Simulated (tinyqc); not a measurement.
Plane-averaged potentials: correction of a charged-defect supercell by a model charge and potential alignment (plane-averaged potentials). Computed by tinyqc, a small Python program. Command: `OMP_NUM_THREADS=1 python tinyqc.py 3110016 3110017 out.jsonl align walk`. One thread of a shared host (Intel(R) Xeon(R) Processor @ 2.30GHz), about 0.01 s of CPU time with the checks.

The "true" defect charge is (1 - x) q in a Gaussian of width sigma plus x q in one of width sigma_t, so the exact answer is known; the correction sees only a single model Gaussian of width sigma_m. A Gaussian of width s has the transform rho(G) = exp(-G^2 s^2/2), normalised to 1. A uniform background cancels q, so G = 0 is left out. Potentials are those felt by a unit positive charge. E_0 is the formation energy of the isolated defect, E_cell its value in the supercell, E_lat = E_iso - E_per of the model charge, C the true less the model potential far from the defect; the exact correction is E_0 - E_cell, and the error of a scheme is E_cell plus its correction less E_0.

Inputs (values chosen for the exercise, with screening close to that of GaAs):
```
quantity                               value      unit
defect charge q                           -3         e
dielectric constant eps                 13.4         -
edge of the cubic cell L                10.5  angstrom
width sigma of the true defect charge   0.89  angstrom
width sigma_m of the model charge        0.7  angstrom
share x of the charge in a wide tail       0         -
width sigma_t of the tail                1.6  angstrom
```

Constants: e^2/(4 pi eps_0) = 14.39964548 eV angstrom.

Method. Plane-averaged potential at distance z from the defect: V(z) = (4 pi q/(eps L^3)) (e^2/(4 pi eps_0 e)) sum_(m != 0) rho(G_m) cos(G_m z)/G_m^2, G_m = 2 pi m/L, |m| <= 40.

Potentials (V):
```
z/L   z (angstrom)      true     model  difference
0.00         0.000  -0.20491  -0.22748    0.022566
0.05         0.525  -0.18767  -0.20472    0.017050
0.10         1.050  -0.14264  -0.14893    0.006297
0.15         1.575  -0.08438  -0.08304   -0.001338
0.20         2.100  -0.02572  -0.02134   -0.004380
0.25         2.625   0.02648   0.03162   -0.005142
0.30         3.150   0.06975   0.07502   -0.005270
0.35         3.675   0.10350   0.10878   -0.005285
0.40         4.200   0.12761   0.13289   -0.005286
0.45         4.725   0.14208   0.14736   -0.005286
0.50         5.250   0.14690   0.15219   -0.005286
```

What follows from these numbers?

The difference moves by 0.00 mV between z/L = 0.4 and 0.5: a plateau.
